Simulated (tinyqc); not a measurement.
Worked calculation: Pariser-Parr-Pople SCF with singles CI, for the molecule c1ccnc[cH+]c1 (SMILES; centres numbered as the heavy atoms are written). Computed by tinyqc, a small Python program that keeps every step. Settings: charge = 1, gamma = MN, start = huckel, damping = 0.3, iteration cap = 85, excitations kept = 6. Command: `OMP_NUM_THREADS=1 python tinyqc.py 21720 21721 out.jsonl` (the two numbers bound the seeds that draw the settings). One thread of a shared host (Intel(R) Xeon(R) Processor @ 2.60GHz), about 0.02 s of CPU time with the checks. Later iterations appear only in the table of the cycle.

## PPP integrals

Centres (angstrom, eV; a flat drawing with bonds scaled to 1.40 angstrom):
```
centre          x          y  core charge z          W   gamma_rr
1C       1.613000   0.000000              1  11.160000  11.130000
2C       1.006000   1.261000              1  11.160000  11.130000
3C      -0.359000   1.573000              1  11.160000  11.130000
4N      -1.454000   0.700000              1  14.100000  12.300000
5C      -1.454000  -0.700000              1  11.160000  11.130000
6C      -0.359000  -1.573000              1  11.160000  11.130000
7C       1.006000  -1.261000              1  11.160000  11.130000
```

Resonance integrals (eV):
```
i  j       beta
1  2  -2.630000
2  3  -2.630000
3  4  -2.760000
4  5  -2.760000
5  6  -2.630000
6  7  -2.630000
7  1  -2.630000
```

Mataga-Nishimoto: gamma = 14.399645/(R + a), a = 2 x 14.399645/(gamma_rr + gamma_ss); H_rr = -W_r - sum_(s != r) z_s gamma_rs; H_rs = beta for bonds.

repulsion gamma_rs (eV), order 1C, 2C, 3C, 4N, 5C, 6C, 7C:
```
[[11.130000, 5.346553, 3.773205, 3.291324, 3.243428, 3.773205, 5.346553],
 [5.346553, 11.130000, 5.345136, 3.837531, 3.243355, 3.243627, 3.773721],
 [3.773205, 5.345136, 11.130000, 5.476035, 3.772727, 3.243332, 3.243627],
 [3.291324, 3.837531, 5.476035, 12.300000, 5.476893, 3.837687, 3.291248],
 [3.243428, 3.243355, 3.772727, 5.476893, 11.130000, 5.344721, 3.772577],
 [3.773205, 3.243627, 3.243332, 3.837687, 5.344721, 11.130000, 5.345136],
 [5.346553, 3.773721, 3.243627, 3.291248, 3.772577, 5.345136, 11.130000]]
```

core matrix H (eV), order 1C, 2C, 3C, 4N, 5C, 6C, 7C:
```
[[-35.934268, -2.630000, 0.000000, 0.000000, 0.000000, 0.000000, -2.630000],
 [-2.630000, -35.949922, -2.630000, 0.000000, 0.000000, 0.000000, 0.000000],
 [0.000000, -2.630000, -36.014062, -2.760000, 0.000000, 0.000000, 0.000000],
 [0.000000, 0.000000, -2.760000, -39.310718, -2.760000, 0.000000, 0.000000],
 [0.000000, 0.000000, 0.000000, -2.760000, -36.013702, -2.630000, 0.000000],
 [0.000000, 0.000000, 0.000000, 0.000000, -2.630000, -35.947708, -2.630000],
 [-2.630000, 0.000000, 0.000000, 0.000000, 0.000000, -2.630000, -35.932861]]
```

## Starting guess

pi electrons, sum of z_r less the charge = 6

Orbitals of the Hueckel matrix of the beta values.

P at the start, order 1C, 2C, 3C, 4N, 5C, 6C, 7C:
```
[[0.855449, 0.644581, 0.160526, -0.224271, -0.227159, 0.161147, 0.640300],
 [0.644581, 0.854828, 0.636384, 0.154344, -0.234735, -0.231440, 0.161147],
 [0.160526, 0.636384, 0.856276, 0.645772, 0.157692, -0.234735, -0.227159],
 [-0.224271, 0.154344, 0.645772, 0.866894, 0.645772, 0.154344, -0.224271],
 [-0.227159, -0.234735, 0.157692, 0.645772, 0.856276, 0.636384, 0.160526],
 [0.161147, -0.231440, -0.234735, 0.154344, 0.636384, 0.854828, 0.644581],
 [0.640300, 0.161147, -0.227159, -0.224271, 0.160526, 0.644581, 0.855449]]
```

## Iteration 1: Fock matrix

F_rr = H_rr + P_rr gamma_rr / 2 + sum_(s != r) P_ss gamma_rs; F_rs = H_rs - P_rs gamma_rs / 2; E = tr P (H + F) / 2 + core repulsion sum_(r<s) z_r z_s gamma_rs.

F (eV), order 1C, 2C, 3C, 4N, 5C, 6C, 7C:
```
[[-9.942762, -4.353144, -0.302849, 0.369074, 0.368386, -0.304020, -4.341700],
 [-4.353144, -9.937281, -4.330779, -0.296151, 0.380665, 0.375352, -0.304061],
 [-0.302849, -4.330779, -9.927044, -4.528136, -0.297465, 0.380663, 0.368409],
 [0.369074, -0.296151, -4.528136, -12.408545, -4.528413, -0.296163, 0.369065],
 [0.368386, 0.380665, -0.297465, -4.528413, -9.926982, -4.330647, -0.302798],
 [-0.304020, 0.375352, 0.380663, -0.296163, -4.330647, -9.936960, -4.352688],
 [-4.341700, -0.304061, 0.368409, 0.369065, -0.302798, -4.352688, -9.942560]]
```

pi energy = -85.874011 eV

## Iteration 1: orbitals and new P

Diagonalise F (the basis is taken as orthonormal) and form P = 2 sum c c over the lowest orbitals; 0.3 of the old P is kept.

orbital energies (eV): [-19.168784, -16.632995, -15.888865, -7.617505, -7.003181, -3.059870, -2.650935]

P after iteration 1, order 1C, 2C, 3C, 4N, 5C, 6C, 7C:
```
[[0.840663, 0.654314, 0.187919, -0.225637, -0.199956, 0.170013, 0.624871],
 [0.654314, 0.852474, 0.618534, 0.140331, -0.252033, -0.234484, 0.170001],
 [0.187919, 0.618534, 0.800785, 0.651678, 0.103520, -0.252047, -0.199982],
 [-0.225637, 0.140331, 0.651678, 1.012188, 0.651697, 0.140340, -0.225636],
 [-0.199956, -0.252033, 0.103520, 0.651697, 0.800791, 0.618526, 0.187928],
 [0.170013, -0.234484, -0.252047, 0.140340, 0.618526, 0.852448, 0.654304],
 [0.624871, 0.170001, -0.199982, -0.225636, 0.187928, 0.654304, 0.840651]]
```

## Iteration 2: Fock matrix

As before.

F (eV), order 1C, 2C, 3C, 4N, 5C, 6C, 7C:
```
[[-10.036861, -4.379161, -0.354528, 0.371323, 0.324272, -0.320748, -4.300452],
 [-4.379161, -10.011992, -4.283073, -0.269263, 0.408716, 0.380290, -0.320768],
 [-0.354528, -4.283073, -9.773637, -4.544305, -0.195276, 0.408736, 0.324333],
 [0.371323, -0.269263, -4.544305, -12.238280, -4.544636, -0.269290, 0.371313],
 [0.324272, 0.408716, -0.195276, -4.544636, -9.773489, -4.282925, -0.354487],
 [-0.320748, 0.380290, 0.408736, -0.269290, -4.282925, -10.011664, -4.378671],
 [-4.300452, -0.320768, 0.324333, 0.371313, -0.354487, -4.378671, -10.036685]]
```

pi energy = -86.063440 eV

## Iteration 2: orbitals and new P

As before.

orbital energies (eV): [-19.060755, -16.625326, -15.919999, -7.524161, -7.037206, -2.965639, -2.749520]

P after iteration 2, order 1C, 2C, 3C, 4N, 5C, 6C, 7C:
```
[[0.836840, 0.661852, 0.198338, -0.225082, -0.190753, 0.170480, 0.616003],
 [0.661852, 0.855181, 0.609225, 0.133792, -0.256667, -0.238245, 0.170462],
 [0.198338, 0.609225, 0.776055, 0.653755, 0.090294, -0.256688, -0.190791],
 [-0.225082, 0.133792, 0.653755, 1.063896, 0.653784, 0.133808, -0.225080],
 [-0.190753, -0.256667, 0.090294, 0.653784, 0.776059, 0.609212, 0.198350],
 [0.170480, -0.238245, -0.256688, 0.133808, 0.609212, 0.855143, 0.661840],
 [0.616003, 0.170462, -0.190791, -0.225080, 0.198350, 0.661840, 0.836826]]
```

## Convergence

Stop when output and input P, before any damping, agree to 1e-7.

Course of the cycle:
```
iteration        E (eV)  largest |P(out) - P(in)|
1          -85.87401143                  2.08e-01
2          -86.06344037                  7.39e-02
3          -86.12746049                  2.75e-02
4          -86.14854959                  1.08e-02
5          -86.15547012                  4.58e-03
6          -86.15775600                  2.14e-03
7          -86.15852010                  1.37e-03
8          -86.15877934                  8.72e-04
9          -86.15886874                  5.54e-04
10         -86.15890009                  3.50e-04
11         -86.15891127                  2.21e-04
...                 ...                       ...
18         -86.15891768                  8.56e-06
19         -86.15891768                  5.37e-06
20         -86.15891769                  3.36e-06
21         -86.15891769                  2.11e-06
22         -86.15891769                  1.32e-06
23         -86.15891769                  8.28e-07
24         -86.15891769                  5.19e-07
25         -86.15891769                  3.25e-07
26         -86.15891769                  2.03e-07
27         -86.15891769                  1.27e-07
28         -86.15891769                  7.98e-08
```

Converged in 28 iterations.

## Converged orbitals

Charges are z - P_rr.

orbital energies (eV): [-19.017038, -16.605200, -15.935464, -7.457490, -7.074673, -2.933990, -2.779207]

coefficients, order 1C, 2C, 3C, 4N, 5C, 6C, 7C:
```
[[0.297326, 0.520064, -0.241718, 0.352331, 0.418129, 0.130843, 0.516347],
 [0.328838, 0.217545, -0.525293, -0.465045, 0.216008, -0.358135, -0.421214],
 [0.403922, -0.220072, -0.406794, -0.201008, -0.527707, 0.497905, 0.236951],
 [0.529825, -0.517496, -0.000163, 0.488273, -0.000073, -0.461597, -0.000088],
 [0.403895, -0.220398, 0.406644, -0.200840, 0.527727, 0.498054, -0.236735],
 [0.328765, 0.217115, 0.525493, -0.465171, -0.215851, -0.358334, 0.421015],
 [0.297282, 0.519864, 0.242191, 0.352222, -0.418267, 0.131061, -0.516259]]
```

pi charges: [0.165405, 0.137215, 0.245868, -0.097035, 0.245867, 0.137264, 0.165416]

## Singles CI, singlets

Over the 6 single excitations with the smallest orbital gaps: A = (e_a - e_i) delta + 2 (ia|jb) - (ij|ab), with (pq|rs) = sum c_mp c_mq gamma_mn c_nr c_ns. f = 2/3 w |mu|^2 in atomic units, mu = sqrt2 sum c_ia sum_m c_mi c_ma R_m.

singlet CI matrix (eV), order 3>4, 3>5, 2>4, 2>5, 1>4, 1>5:
```
[[5.603451, -0.000071, 0.000323, 0.804940, 0.000065, -0.182650],
 [-0.000071, 5.868769, -0.736618, 0.000024, 0.066906, 0.000142],
 [0.000323, -0.736618, 6.219809, 0.000023, -0.077064, 0.000029],
 [0.804940, 0.000024, 0.000023, 6.352458, -0.000139, 0.039016],
 [0.000065, 0.066906, -0.077064, -0.000139, 8.208070, 0.000038],
 [-0.182650, 0.000142, 0.000029, 0.039016, 0.000038, 8.438486]]
```

singlet excitation energies (eV): [5.081032, 5.287041, 6.794179, 6.863073, 8.215429, 8.450290]

oscillator strengths: [0.088249, 0.021159, 1.449642, 1.401560, 0.028015, 0.060070]

## Singles CI, triplets

Over the 6 single excitations with the smallest orbital gaps: A = (e_a - e_i) delta - (ij|ab), with (pq|rs) = sum c_mp c_mq gamma_mn c_nr c_ns.

triplet CI matrix (eV), order 3>4, 3>5, 2>4, 2>5, 1>4, 1>5:
```
[[3.310909, -0.000027, -0.000043, -0.004227, 0.000029, 0.203894],
 [-0.000027, 3.762461, -0.004227, 0.000028, 0.203894, 0.000111],
 [-0.000043, -0.004227, 3.861241, 0.000099, 0.070536, -0.000071],
 [-0.004227, 0.000028, 0.000099, 4.464539, -0.000071, -0.014024],
 [0.000029, 0.203894, 0.070536, -0.000071, 6.315435, -0.000006],
 [0.203894, 0.000111, -0.000071, -0.014024, -0.000006, 6.840441]]
```

triplet excitation energies (eV): [3.299160, 3.745437, 3.860102, 4.464464, 6.333597, 6.852265]
